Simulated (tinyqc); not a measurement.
k.p theory built from an empirical-pseudopotential calculation at Gamma, step by step. Values are carried at full precision from step to step, so a last printed digit may differ when a step is redone from the rounded ones.

Empirical pseudopotential on the fcc lattice, atoms at +/- tau, tau = a (1,1,1)/8, no spin-orbit coupling. H(G,G') = c (2 pi/a)^2 |k + G|^2 delta + VS(q) cos(q.tau) + i VA(q) sin(q.tau), q = G - G', c = hbar^2/2m0; k and G in units of 2 pi/a; VS at |q|^2 = 3, 8, 11 and VA at 3, 4, 11, in rydberg, zero elsewhere. The basis is fixed: all 59 G with |G|^2 up to Gcut. Energies are counted from the fourth level at Gamma.

Constants: hbar^2/2m0 = 3.80998211 eV angstrom^2; Ry = 13.60569312 eV.

Parameters, chosen for this exercise (near those of Si; the results hold for these values, not for the real material):
```
symbol  value                  unit        meaning
a       5.419                  angstrom    lattice constant
VS      (-0.204, 0.038, 0.08)  Ry          symmetric form factors
VA      (0, 0, 0)              Ry          antisymmetric form factors
Gcut    12                     (2 pi/a)^2  largest |G|^2 of the fixed basis
```

## Levels at Gamma

Diagonalise H at k = 0 and group equal levels.

Multiplets at Gamma:
```
multiplet  degeneracy    E (eV)
1                   1  -12.8420
2                   3    0.0000
3                   3    3.3183
4                   1    3.8721
5                   1    7.2705
6                   2    7.8615
7                   3   12.1393
8                   1   13.8116
9                   3   27.6843
```

The lowest empty multiplet is a triplet at 3.318 eV; the lowest empty singlet (s-like) is multiplet 4.

## Mass of the s-like conduction level (multiplet 4)

For a multiplet A of d_A states, W(B) = (4 c/(3 d_A)) sum over n in A, m in B and i = x, y, z of |<n|G_i|m>|^2 (G in 1/angstrom, <n|G_i|m> = sum_G c_n(G)* G_i c_m(G)); the mean inverse mass of A is 1 + sum_B W(B)/(E_A - E_B). Multiplets with W = 0 are left out.

List the couplings (the first eight at most); W to the valence triplet is the Kane energy Ep.

Couplings:
```
multiplet B  degeneracy  E_B (eV)   W (eV)  W/(E_A - E_B)
2                     3    0.0000  21.3658         5.5178
7                     3   12.1393   0.0146        -0.0018
11                    3   29.1350   0.4777        -0.0189
20                    3   46.0091   0.1314        -0.0031
22                    3   46.6923   0.0366        -0.0009
25                    3   52.2036   0.0257        -0.0005
```

sum over the higher multiplets = 0
1/m = 6.4926

Ep = 21.37 eV. The valence triplet gives 5.52, all other levels together -0.03; m = 0.1540, against 0.1534 for two levels alone.

## Valence parameters

Fold all other levels onto the valence triplet: D(u) = c + 4 c^2 sum_m <n|u.G|m><m|u.G|n'>/(0 - E_m), in units of c. Along [100] its eigenvalues are L (once) and M (twice); along [111] (L + 2M + 2N)/3 (once) and (L + 2M - N)/3 (twice). Then g1 = -(L + 2M)/3, g2 = -(L - M)/6, g3 = -N/6.

eigenvalues along [100]: [-6.298, -3.733, -3.733]

eigenvalues along [111]: [-10.799, -1.482, -1.482]

L, M, N: [-6.298, -3.733, -9.317]

g1, g2, g3: [4.588, 0.427, 1.553]

With spin-orbit coupling added at fixed g1, g2, g3 and large against the hole energy these give heavy and light masses along [100] of 0.268 and 0.184. The s-like level alone adds Ep/(3E) = 1.84 to g1. Local form factors fix Ep and the gap only roughly, so these values can lie far from measured ones.

## Checks

- 1/m of the s-like level from the sum against the curvature of the band: both 6.493.
- L and M against the curvatures along [100]: largest relative difference 4.3e-07.

Run: tinyqc, `OMP_NUM_THREADS=1 python tinyqc.py 1051451 1051452 out.jsonl`; Intel(R) Xeon(R) Processor @ 2.30GHz, one thread, shared host; about 0.3 s of CPU time with all checks.
